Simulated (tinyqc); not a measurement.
## Charge needed for a dipole step

Two sheets of opposite charge dd apart with permittivity ei give the step D = q N dd/(eps0 ei).

Values chosen for this exercise:
- ei = 6.1 (relative permittivity inside the dipole layer)
- dd = 0.2 nm (thickness of the dipole layer)

Constants: q = 1.602176634e-19 C, eps0 = 8.8541878128e-14 F/cm where lengths are in cm. Results are converted to the units shown.

Result of one run:
```
N (cm^-2)	D (V)	field (MV/cm)	moment (debye/nm^2, 1 D = 3.33564e-30 C m)
2.7e12	0.01602	0.8009	0.2594
```

What becomes of these results when the charge in each sheet N is changed from 2.7e12 to 1.7e13 cm^-2, all else the same?

Result of the changed run:
```
N (cm^-2)	D (V)	field (MV/cm)	moment (debye/nm^2, 1 D = 3.33564e-30 C m)
1.7e13	0.1009	5.043	1.633
```

The whole series:
```
N (cm^-2)	D (V)	field (MV/cm)	moment (debye/nm^2, 1 D = 3.33564e-30 C m)
1e12	0.005933	0.2966	0.09606
2.7e12	0.01602	0.8009	0.2594
6.8e12	0.04034	2.017	0.6532
1.7e13	0.1009	5.043	1.633
4.5e13	0.2670	13.35	4.323
1.1e14	0.6526	32.63	10.57
2.9e14	1.721	86.03	27.86
```

D is proportional to N, 0.1 V for 1.69e13 cm^-2. The same sheet as an uncompensated charge under 1 nm of a dielectric of permittivity 3.9 would shift the flat band by 0.782 V, and that shift would grow with thickness, which a dipole step does not. For N = 1.1e14, 2.9e14 the field exceeds 20 MV/cm; it acts over one bond length, where the sheet picture is only a bookkeeping device.

Numbers from tinyqc (`OMP_NUM_THREADS=1 python tinyqc.py 2410093 2410094 out.jsonl`; about 0.01 s on one thread of a shared Intel Xeon 2.30GHz).
